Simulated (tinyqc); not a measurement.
## Scale length and barrier from the threshold roll-off

Question. For L well above Lambda the threshold falls by 2 m sqrt(A (A + Vds)) exp(-pi L/(2 Lambda)), A being the height of the source potential over the barrier top; the two values follow this form. Find Lambda and A.

Values chosen for this exercise: long-channel body factor m = 1; drain voltage Vds = 0.8 V.

threshold lowering at L = 51 and 81 nm (mV): 39.633160  6.2285528

Answer. The ratio of the two values gives Lambda; the prefactor gives A (A + Vds), a quadratic with one positive root.

Lambda = 25.5 nm
A = 0.210 V

Program tinyqc, `OMP_NUM_THREADS=1 python tinyqc.py 2420104 2420105 out.jsonl`; Intel Xeon 2.30GHz, shared host, one thread, about 0.01 s.
